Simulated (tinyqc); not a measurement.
Ferroelectric with a first-order transition, Landau-Devonshire energy: two steps of the calculation.

One domain with free energy u = al P^2 + be P^4 + ga P^6 - E P, al = a0 (T - T0), be < 0 < ga (P in uC/cm^2, E in kV/cm, u in mJ/cm^3). Equilibrium: E = 2 al P + 4 be P^3 + 6 ga P^5; a state is stable against small changes where dE/dP > 0. The coercive field is that of uniform switching, which real films, switching by domains, do not reach.

Parameters, values chosen for the exercise:
```
symbol,value,unit,meaning
a0,0.021,kV cm/(uC K),slope of the quadratic coefficient
T0,600,K,Curie-Weiss temperature
be,-0.00069,kV cm^5/uC^3,quartic coefficient
ga,4.4e-7,kV cm^9/uC^5,sixth-order coefficient
Ea,-6.8,kV/cm,applied field
```

Problem 1. Transition temperatures. TC = T0 + be^2/(4 a0 ga), where u(Ps) = u(0); T1 = T0 + be^2/(3 a0 ga), where the polar minimum disappears. At TC the polarisation jumps from sqrt(-be/(2 ga)) to zero, with latent heat TC a0 Ps^2.

Find: TC; T1; jump of P; latent heat.

Solution 1.

TC = 612.88 K
T1 = 617.18 K
jump of P = 28.002 uC/cm^2
latent heat = 10.092 J/cm^3

Thermal hysteresis can span T0 to T1, 17.2 K.

Problem 2. Polarisation on the upper branch by Newton steps. f = 2 al P + 4 be P^3 + 6 ga P^5 - Ea, f' = 2 al + 12 be P^2 + 30 ga P^4, P(new) = P - f/f'.

P at the start = 46.8 uC/cm^2
al = -0.105 kV cm/uC

Give: f; f'; P after iteration 1.

Solution 2.

f = 306.76 kV/cm
f' = 44.977 kV cm/uC
P after iteration 1 = 39.980 uC/cm^2

tinyqc, about 0.01 s, one thread, Intel Xeon 2.30GHz (shared host): `OMP_NUM_THREADS=1 python tinyqc.py 2860102 2860103 out.jsonl`
